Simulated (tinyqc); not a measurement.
Temperature and isotope dependence of a band gap in oscillator models: one step. Isotope effect. Two cases, with inputs chosen for the exercise.

Problem. With M -> M + dM the oscillator temperatures scale as M^(-1/2) and the slopes stay. Give th, ZP, E0 (static gap fixed) and E(T) for the new mass, and the linear rule dE0 = ZP dM/(2 M).

E(T) = E0 - sum_i sl_i th_i n_i(T), n = 1/(exp(th/T) - 1). The same coupling lowers the gap at 0 K by the zero-point term ZP = sum_i sl_i th_i/2, so the gap of the static lattice is E0 + ZP. Thermal expansion is taken as part of the slopes.

Case 1.

Values chosen (near those of AlN; not measured data): E0 = 6.114 eV (gap at 0 K); th = (272, 1033) K (temperatures of two oscillators); sl = (0.2561, 0.5199) meV/K (their high-temperature slopes); T = 500 K (temperature); M = 20.51 u (mean atomic mass); dM = -1.51 u (change of the mean mass (not bounded by the natural isotopes)).

Case 2.

Values chosen (near those of GaAs; not measured data): E0 = 1.505 eV (gap at 0 K); th = (95, 325) K (temperatures of two oscillators); sl = (0.1828, 0.2982) meV/K (their high-temperature slopes); T = 150 K (temperature); M = 72.4 u (mean atomic mass); dM = 2.51 u (change of the mean mass (not bounded by the natural isotopes)).

Give: th; ZP; shift of E0; linear rule; shift of E(T).

Solution.

Case 1.

th (K): 282.60  1073.26

ZP = 315.182 meV
shift of E0 = -11.824 meV
linear rule = -11.167 meV
shift of E(T) = -6.660 meV

The lighter crystal has the narrower gap. At 500 K 56 % of the shift at 0 K is left; it fades at high T, where the motion is classical and the mean-square amplitude no longer depends on mass.

Case 2.

th (K): 93.39  319.51

ZP = 56.175 meV
shift of E0 = 0.965 meV
linear rule = 0.990 meV
shift of E(T) = 0.539 meV

The heavier crystal has the wider gap. At 150 K 56 % of the shift at 0 K is left; it fades at high T, where the motion is classical and the mean-square amplitude no longer depends on mass.

Computed by tinyqc, one run a case: `OMP_NUM_THREADS=1 python tinyqc.py N N+1 out.jsonl` with N = 1850313, 1850607; one thread of a shared Intel(R) Xeon(R) Processor @ 2.30GHz, about 0.01 s a run at most.
